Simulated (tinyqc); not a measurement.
Longitudinal sound in a periodic multilayer: transfer matrices, stop bands and folded phonons: one step, computed by the program tinyqc.

Layers 1 and 2 repeat with period d = d_1 + d_2; waves travel normal to the layers, without loss. State vector (u, s): displacement u and stress divided by omega. Impedances Z = rho v are in 1e6 kg/(m^2 s).

Task: Transmission through N periods. A layer maps (u, s) by [[cos p, sin p/Z], [-Z sin p, cos p]], p = 2 pi f d_i/v_i; one period is M = M_2 M_1, and cos(q d) = trace(M)/2. For N periods A = M^N. A wave comes from a thick layer of material 1 and leaves into the substrate (Z_s): transmitted power T = 4 Z_1 Z_s/|Z_1 A_22 + Z_s A_11 - i (Z_1 Z_s A_12 - A_21)|^2, reflected power R = 1 - T.

Inputs (values chosen for the exercise, modelled on aluminium (layer 1), tungsten (layer 2) and gallium arsenide (substrate)):

| quantity | value | unit |
|---|---|---|
| velocity v_1 | 6420 | m/s |
| thickness d_1 | 6.01 | nm |
| velocity v_2 | 5240 | m/s |
| thickness d_2 | 4.89 | nm |
| periods N | 4 | - |
| frequency f | 203 | GHz |

M:
```
             1           2
1  -0.01376242  0.02309910
2    -40.42042   -4.819271
```

Z_2 = 100.608

Z_1 = 17.5266

Z of the substrate = 25.1488

Give: A = M^N; transmitted power T; T in decibel.

Result:

A = M^N:
```
        1       2
1  -20.94  -2.384
2    4172   475.1
```

transmitted power T = 2.001e-05

T in decibel = -46.99 dB
